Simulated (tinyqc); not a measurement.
Composition of the buffer: band edges of strained Si(1-x)Ge(x) on relaxed Si(1-y)Ge(y).

Values are linear in the Ge fraction but for ED(x) = linear - CD x (1 - x) and a(x) = linear - Ca x (1 - x). Energies are on the common scale of Ev.

Coherent growth on a (001) face: e_par = (a(y) - a(x))/a(x), e_perp = -2 (C12/C11) e_par; exx = eyy = e_par, ezz = e_perp, no shear.

A valley with unit axis u lies at Ev + gap + (av + a_valley) tr(e) + Xu (u.e.u - tr(e)/3); the Delta axes are x, y, z and the L axes [111], [1-1-1], [-11-1], [-1-11]. The second-order shift of the Delta valleys under shear is left out; it lowers the pair normal to the sheared plane by tens of meV at a shear of 1 %.

Valence edges: Ev plus the levels of the 6 x 6 matrix of X, Y, Z times spin with -Dso/3 + l exx + m (eyy + ezz) on the diagonal (cyclic), n exy off it, l = av + 2 b, m = av - b, n = sqrt(3) d. Spin-orbit term (Dso/3) L.sigma on X, Y, Z with (L_k)_ij = -i epsilon_kij: <X+|H|Y+> = -i Dso/3, <X+|H|Z-> = Dso/3, <Y+|H|Z-> = -i Dso/3, <Z+|H|X-> = -Dso/3, <Z+|H|Y-> = i Dso/3, <X-|H|Y-> = i Dso/3, and their conjugates; + and - are the spin along z.

Parameters, chosen for this exercise (end members near Si and Ge, in this order; shifted at random, so the results belong to these values and not to a real crystal):

| symbol | value | unit | meaning |
|---|---|---|---|
| a | (5.435, 5.663) | angstrom | lattice constant |
| Dso | (0.044, 0.293) | eV | spin-orbit splitting |
| av | (2.43, 1.23) | eV | valence hydrostatic potential |
| b | (-2.13, -2.53) | eV | tetragonal shear potential |
| d | (-4.79, -5.38) | eV | trigonal shear potential |
| C11 | (168, 127.8) | GPa |  |
| C12 | (64.6, 47.6) | GPa |  |
| C44 | (78.6, 67.5) | GPa |  |
| Ev | (0, 0.72) | eV | top of the unstrained valence band |
| ED | (1.16, 0.94) | eV | gap to the Delta valleys |
| EL | (1.991, 0.751) | eV | gap to the L valleys |
| aD | (1.62, 1.34) | eV | hydrostatic potential of the Delta gap |
| aL | (-3.11, -2.83) | eV | hydrostatic potential of the L gap |
| XuD | (9.33, 9.27) | eV | uniaxial potential, Delta |
| XuL | (15.65, 15.02) | eV | uniaxial potential, L |
| CD | 0.177 | eV | bowing of the Delta gap |
| Ca | 0.028 | angstrom | bowing of the lattice constant |
| face | 001 |  | growth face |
| x | 0 |  | Ge fraction of the layer |

The layer is kept. dEc = Ec(buffer) - Ec(layer), dEv = Ev(layer) - Ev(buffer); buffer edges Ev(y) and Ev(y) + min(ED, EL). The digit behind Delta or L counts whole valleys.

Results:

| y | e_par (%) | lowest valleys | gap (eV) | next valleys above (meV) | valence splitting (meV) | dEc (eV) | dEv (eV) |
|---|---|---|---|---|---|---|---|
| 0.08 | 0.30 | Delta2 | 1.118 | 49 | 27 | 0.045 | -0.033 |
| 0.16 | 0.60 | Delta2 | 1.070 | 99 | 58 | 0.092 | -0.062 |
| 0.24 | 0.91 | Delta2 | 1.020 | 151 | 92 | 0.143 | -0.088 |
| 0.31 | 1.19 | Delta2 | 0.975 | 196 | 123 | 0.189 | -0.110 |
| 0.39 | 1.51 | Delta2 | 0.922 | 250 | 159 | 0.244 | -0.134 |
| 0.47 | 1.84 | Delta2 | 0.868 | 304 | 196 | 0.302 | -0.157 |
| 0.55 | 2.18 | Delta2 | 0.812 | 360 | 233 | 0.362 | -0.180 |

The gap is 1.118 eV in the first row and 0.812 eV in the last. The lowest valleys are Delta2 throughout. Per 0.1 of y the valence offset moves by -31 meV on average; the conduction offset lies between +45 and +362 meV. Electrons and holes sit on opposite sides in every row (type II). Strains above 2 % can be kept only in layers of a few nanometres.

(tinyqc, `OMP_NUM_THREADS=1 python tinyqc.py 1050189 1050190 out.jsonl`, Intel(R) Xeon(R) Processor @ 2.30GHz, 1 thread, shared host, about 0.02 s.)
